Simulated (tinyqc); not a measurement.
Where a level does most harm: Shockley-Read-Hall recombination through one deep level.

One level at Et with degeneracy 1: tn = 1/(sn vth Nt), tp = 1/(sp_ vth Nt), n1 = Nc exp((Et - Eg)/kT), p1 = Nv exp(-Et/kT), ni^2 = n1 p1. Equilibrium p0 = Nm, n0 = ni^2/Nm; n = n0 + dn, p = p0 + dn. U = (n p - ni^2)/(tp (n + n1) + tn (p + p1)), lifetime dn/U; emission rates en = sn vth n1, ep = sp_ vth p1.

Constants: kB = 8.617333262e-05 eV/K.

Values chosen for the exercise (gap and densities of states near those of GaAs at this temperature; the results hold for these values, not for the real material):
```
symbol  value     unit    meaning
Eg      1.382     eV      gap
Nc      7.31e+17  1/cm^3  conduction-band density of states
Nv      1.35e+19  1/cm^3  valence-band density of states
T       400       K
Nt      4.2e+14   1/cm^3  defects
sn      1.1e-14   cm^2    electron capture cross-section
sp_     4e-16     cm^2    hole capture cross-section
vth     22000000  cm/s    thermal velocity, both carriers
Nm      1.8e+16   1/cm^3  equilibrium holes for the lifetime steps
```

Et takes the values listed; G = Nt en ep/(en + ep) in a depleted region; the lifetime is for dn = 1e11 1/cm^3.

Results:
```
Et (eV)  lifetime (microsecond)  G (1/(cm^3 s))
0.083                     0.674        3.19e+09
0.193                    0.0371        7.77e+10
0.304                    0.0109        1.94e+12
0.415                   0.00988        4.87e+13
0.525                   0.00984        1.18e+15
0.636                   0.00984        2.79e+16
0.746                   0.00984        1.94e+16
0.857                   0.00984        7.95e+14
0.967                   0.00991        3.27e+13
1.078                    0.0115        1.31e+12
1.189                    0.0505        5.22e+10
1.299                     0.999        2.14e+09
```

Generation peaks where en = ep, at Eg/2 + (kT/2) ln(sp_ Nv/(sn Nc)) = 0.684 eV; the largest value listed is at 0.636 eV, and G falls by a decade for each 0.079 eV away from the peak. The lifetime is within a factor 2 of its minimum, 0.00984 microsecond, from 0.304 to 1.078 eV: recombination tolerates a wide range of Et, generation a narrow one.

Program tinyqc; command `OMP_NUM_THREADS=1 python tinyqc.py 1682060 1682061 out.jsonl`; about 0.01 s on one thread of a shared Intel(R) Xeon(R) Processor @ 2.30GHz.
